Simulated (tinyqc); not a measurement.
Longitudinal sound in a periodic multilayer: transfer matrices, stop bands and folded phonons: one step, computed by the program tinyqc. Command: `OMP_NUM_THREADS=1 python tinyqc.py 3012529 3012530 out.jsonl multilayer walk`. One thread of a shared host (Intel(R) Xeon(R) Processor @ 2.30GHz), about 0.01 s of CPU time with the checks.

Layers 1 and 2 repeat with period d = d_1 + d_2; waves travel normal to the layers, without loss. State vector (u, s): displacement u and stress divided by omega. Impedances Z = rho v are in 1e6 kg/(m^2 s).

Question. Impedances, mean velocity and Bragg frequency. Z = rho v; interface reflection r = (Z_2 - Z_1)/(Z_2 + Z_1) (stress amplitude, from 1 into 2); Bragg frequency f_B = 1/[2 (d_1/v_1 + d_2/v_2)]; long-wave velocity v_eff = d/sqrt[(d_1/v_1)^2 + (d_2/v_2)^2 + (Z_1/Z_2 + Z_2/Z_1)(d_1/v_1)(d_2/v_2)].

Inputs (values chosen for the exercise, modelled on silica (layer 1), platinum (layer 2) and silica (substrate)): density rho_1 = 2.19 g/cm^3; velocity v_1 = 6060 m/s; thickness d_1 = 5.21 nm; density rho_2 = 21.6 g/cm^3; velocity v_2 = 4030 m/s; thickness d_2 = 3.56 nm; substrate density = 2.17 g/cm^3; substrate velocity = 5910 m/s.

Give: Z_1; Z_2; Z of the substrate; interface reflection r; Bragg frequency f_B; long-wave velocity v_eff.

Answer.

Z_1 = 13.2714

Z_2 = 87.048

Z of the substrate = 12.8247

interface reflection r = 0.7354

Bragg frequency f_B = 286.8 GHz

long-wave velocity v_eff = 3409 m/s
